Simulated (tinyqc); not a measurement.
Two-dimensional electron gas with Rashba and Dresselhaus coupling: one step. Spin-orbit field at one point of the Fermi circle. Two cases, with inputs chosen for the exercise.

Question. k = k0 (cos phi, sin phi). Form B, the splitting 2|B| and the direction of the lower spin, atan2(-By, -Bx).

H = c k^2/m + al (ky sx - kx sy) + b1 (kx sx - ky sy) + gam kx ky (kx sy - ky sx), s the Pauli matrices, x = [100], c = hbar^2/2m0, b1 = gam (pi/L)^2 (hard walls). H = c k^2/m + B.s, so E = c k^2/m -/+ |B| and the lower state has its spin along -B.

Give: Bx, By; splitting; direction of the lower spin.

Case 1.

Values chosen (of the size met in GaN; the results hold for these values, not for the real material):
- al = 0.0072 eV angstrom (Rashba constant)
- gam = 0 eV angstrom^3 (bulk Dresselhaus constant)
- L = 241 angstrom (width of the (001) well)
- phi = 30 degrees (angle of k from [100])

k0 = 0.0205176 1/angstrom

Answer.

Bx, By (meV): 0.0739  -0.1279

splitting = 0.2955 meV
direction of the lower spin = 120.0 degrees

Case 2.

Values chosen (of the size met in InSb; the results hold for these values, not for the real material):
- al = 0.23 eV angstrom (Rashba constant)
- gam = 395.5 eV angstrom^3 (bulk Dresselhaus constant)
- L = 164 angstrom (width of the (001) well)
- phi = 75 degrees (angle of k from [100])

k0 = 0.0194163 1/angstrom

Answer.

Bx, By (meV): 4.3438  -3.6904

splitting = 11.3996 meV
direction of the lower spin = 139.6 degrees

Computed by tinyqc, one run a case: `OMP_NUM_THREADS=1 python tinyqc.py N N+1 out.jsonl` with N = 1452152, 1452239; one thread of a shared Intel(R) Xeon(R) Processor @ 2.30GHz, about 0.01 s a run at most.
